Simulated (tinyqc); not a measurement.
Pairing against temperature: dopants and charged point defects at anneal temperature: Fermi-level effect, clustering and pairing. Computed by tinyqc, a small Python program. Command: `OMP_NUM_THREADS=1 python tinyqc.py 3015544 3015545 out.jsonl pairing walk`. One thread of a shared host (Intel(R) Xeon(R) Processor @ 2.30GHz), about 0.01 s of CPU time with the checks.

Boltzmann statistics and full ionisation of active dopants. Energies are counted from the valence band; the defect (a vacancy or self-interstitial) has five charge states, with all degeneracy factors one.

Inputs (values chosen for the exercise, with bands modelled on GaAs):

| quantity | value | unit |
|---|---|---|
| site density N_s | 4.5e+22 | cm^-3 |
| pair binding energy E_b | 0.85 | eV |
| pair configurations Z | 6 | - |
| impurity diffusion prefactor D_0 | 0.00028 | cm^2/s |
| impurity migration energy E_m | 0.38 | eV |
| dielectric constant eps | 12.8 | - |
| active dopant density in the stored part N_2 | 1.9e+15 | cm^-3 |

Dopant: donor. Second part: pairing with a mobile impurity.

Constants: k_B = 8.617333262e-05 eV/K; e^2/(4 pi eps_0) = 14.39964548 eV angstrom.

Method. An oppositely charged mobile impurity (density M) pairs with the dopant: pairs/free = Z (N_2/N_s) exp(E_b/k_B T_2) for M << N_2; capture radius R = e^2/(4 pi eps eps_0 k_B T_2); D_m = D_0 exp(-E_m/k_B T_2); association rate 4 pi R D_m N_2; dissociation rate = association rate/(pairs/free); tau = 1/(sum of both).

Equilibrium and kinetics:

| T (K) | paired share | time constant (s) | D_m (cm^2/s) | effective D (cm^2/s) |
|---|---|---|---|---|
| 270 | 1.00000 | 3.8326e+00 | 2.2601e-11 | 1.2147e-20 |
| 300 | 1.00000 | 8.3167e-01 | 1.1573e-10 | 2.4009e-18 |
| 340 | 1.00000 | 1.6722e-01 | 6.5233e-10 | 6.4763e-16 |
| 380 | 0.99998 | 4.7716e-02 | 2.5549e-09 | 5.3764e-14 |
| 430 | 0.99957 | 1.4001e-02 | 9.8492e-09 | 4.2381e-12 |
| 480 | 0.99533 | 5.3474e-03 | 2.8664e-08 | 1.3397e-10 |
| 550 | 0.93967 | 1.7967e-03 | 9.2285e-08 | 5.5676e-09 |
| 650 | 0.49664 | 3.2689e-04 | 3.1683e-07 | 1.5948e-07 |

Half the impurity is paired at T = E_b/(k_B ln(N_s/(Z N_2))) = 649 K. The time constant at 300 K is 0.83 s. Below 649 K pairs win, and the effective diffusivity has the activation energy E_m + E_b = 1.23 eV; above it the impurity is free and moves with E_m = 0.38 eV.
